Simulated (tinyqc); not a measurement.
One mass for the acceptor? Model: shallow acceptor in the spherical model (Baldereschi-Lipari), strong spin-orbit limit. Computed by tinyqc, a small Python program. Command: `OMP_NUM_THREADS=1 python tinyqc.py 3020187 3020188 out.jsonl acceptor walk`. One thread of a shared host (Intel(R) Xeon(R) Processor @ 2.30GHz), about 0.01 s of CPU time with the checks.

The 1S(3/2) state has an s envelope f(r) and a d envelope g(r). In effective units they obey -(f'' + 2f'/r + 2f/r) + mu (g'' + 5g'/r + 3g/r^2) = E f and -(g'' + 2g'/r - 6g/r^2 + 2g/r) + mu (f'' - f'/r) = E g. The cubic term, the split-off band and the central cell are left out.

Inputs (values chosen for the exercise, modelled on silicon):

| quantity | value | unit |
|---|---|---|
| Luttinger gamma_1 | 4.22 | - |
| Luttinger gamma_2 | 0.35 | - |
| Luttinger gamma_3 | 1.46 | - |
| dielectric constant eps | 11.4 | - |
| spin-orbit gap Delta_so | 43.6 | meV |

Constants: Ry = 13.605693123 eV; a_0 = 0.529177210903 angstrom.

Method:
- Ry* = Ry/(gamma_1 eps^2), a* = a_0 eps gamma_1, mu = (6 gamma_3 + 4 gamma_2)/(5 gamma_1), delta = (gamma_3 - gamma_2)/gamma_1; spherical masses 1/(gamma_1 (1 - mu)) (heavy) and 1/(gamma_1 (1 + mu)) (light).
- Basis: f_i = exp(-zeta_i r), g_i = r exp(-zeta_i r), weight r^2 dr, s = zeta_i + zeta_j. S_ff = 2/s^3, H_ff = zeta_i zeta_j S_ff - 2/s^2; S_gg = 24/s^5, H_gg = 8/s^3 + 24 zeta_i zeta_j/s^5 - 12/s^4; H(f_i, g_j) = mu (6 zeta_i^2/s^4 + 2 zeta_i/s^3); S_fg = 0. Each function is normalised by sqrt(S_ii).
- Large basis: zeta_i = 0.08 x 1.55^(i-1), i = 1..20 in each channel; overlap eigenvalues below 1e-11 are dropped.
- Binding energies are -E Ry*; the mass that fits is E(1S) eps^2/Ry.
- Hydrogenic binding Ry m/eps^2; the density-of-states mass is (m_H^(3/2) + m_L^(3/2))^(2/3); errors are against the large basis.

light-hole mass = 0.159949 m_0

heavy-hole mass = 0.457038 m_0

1S(3/2) binding energy = 31.5168 meV

1S binding energy:

| mass | value (m_0) | binding (meV) | error (%) |
|---|---|---|---|
| light hole | 0.15995 | 16.745 | -46.869 |
| 1/gamma_1 | 0.23697 | 24.808 | -21.285 |
| mean of heavy and light | 0.30849 | 32.297 | 2.474 |
| heavy hole | 0.45704 | 47.848 | 51.818 |
| density of states | 0.51812 | 54.243 | 72.108 |

The coupled result, 31.52 meV, lies between the 1/gamma_1 value (no coupling) and the heavy-hole value; the closest single rule here is "mean of heavy and light", off by +2.5 %. Caution: gamma_3 and gamma_2 differ by more than 0.17 gamma_1: band warping, left out here, adds several per cent to the binding. Caution: the binding exceeds a fifth of the spin-orbit gap Delta_so, so the split-off band, left out, matters.
